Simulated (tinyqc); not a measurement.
From a target level to the width: finite square well with mass mismatch (envelope functions). Three cases, with inputs chosen for the exercise.

Problem. Which width L gives the lowest level below?

A square well of width L and depth V0, mass mw inside and mb outside, energies from the bottom of the well, c = hbar^2/2m0. k = sqrt(mw E/c), kappa = sqrt(mb (V0 - E)/c). psi and psi'/m are continuous at the walls (BenDaniel-Duke), so level n solves k L + 2 atan[(k/mw)/(kappa/mb)] = n pi.

Constants: hbar^2/2m0 = 3.80998211 eV angstrom^2.

Case 1.

Values chosen (out of a larger set: near those of a non-polar GaN well in AlN; not measured data): V0 = 1.898 eV (barrier height); mw = 0.202 m0 (mass in the well); mb = 0.333 m0 (mass in the barrier).

E1 = 0.220454 eV

Case 2.

Values chosen (out of a larger set: near those of a GaAs well in AlGaAs; not measured data): V0 = 0.211 eV (barrier height); mw = 0.0665 m0 (mass in the well); mb = 0.0886 m0 (mass in the barrier).

E1 = 0.026402 eV

Case 3.

Values chosen (out of a larger set: near those of a non-polar GaN well in AlGaN; not measured data): V0 = 0.705 eV (barrier height); mw = 0.202 m0 (mass in the well); mb = 0.256 m0 (mass in the barrier).

E1 = 0.044462 eV

Find: k; kappa; the arctangent; L.

Solution. E1 fixes k and kappa, so L = (pi - 2 atan[(k/mw)/(kappa/mb)])/k.

Case 1.

k = 0.10811 1/angstrom
kappa = 0.38291 1/angstrom
the arctangent = 0.4356 rad
L = 21 angstrom

Case 2.

k = 0.02147 1/angstrom
kappa = 0.06552 1/angstrom
the arctangent = 0.4116 rad
L = 108 angstrom

Case 3.

k = 0.04855 1/angstrom
kappa = 0.21067 1/angstrom
the arctangent = 0.2842 rad
L = 53 angstrom

Computed by tinyqc, one run a case: `OMP_NUM_THREADS=1 python tinyqc.py N N+1 out.jsonl` with N = 1280741, 1280868, 1280917; one thread of a shared Intel(R) Xeon(R) Processor @ 2.30GHz, about 0.01 s a run at most.
